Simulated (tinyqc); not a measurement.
Thermal RC ladder, step response: one step of the calculation.

A ladder of 2 nodes: R_i joins node i to node i + 1, the last R to the ambient; C_i is the heat capacity of node i; theta is the rise above ambient, zero at t = 0. d theta/dt = -A theta + b with b = (Pw/C_1, 0, ...), times in ms.

Task. One time step. Implicit Euler: (1 + dt A) theta(new) = theta + dt b.

Inputs (values chosen for the exercise):

| symbol | value | unit | meaning |
|---|---|---|---|
| C | [0.66, 6.1] | mJ/K | heat capacities of the nodes |
| Pw | 50 | W | power at node 1 from t = 0 |
| dt | 0.78 | ms | time step |

A (1/ms):
```
,node 1,node 2
node 1,1.2626263,-1.2626263
node 2,-0.1366120,0.5178549
```

theta after step 1 (K): node 1 30.936046, node 2 2.348031

Wanted: theta after step 2.

Result.

theta after step 2 (K): node 1 47.994, node 2 5.315

Numbers from tinyqc (`OMP_NUM_THREADS=1 python tinyqc.py 2520030 2520031 out.jsonl`; about 0.01 s on one thread of a shared Intel Xeon 2.30GHz).
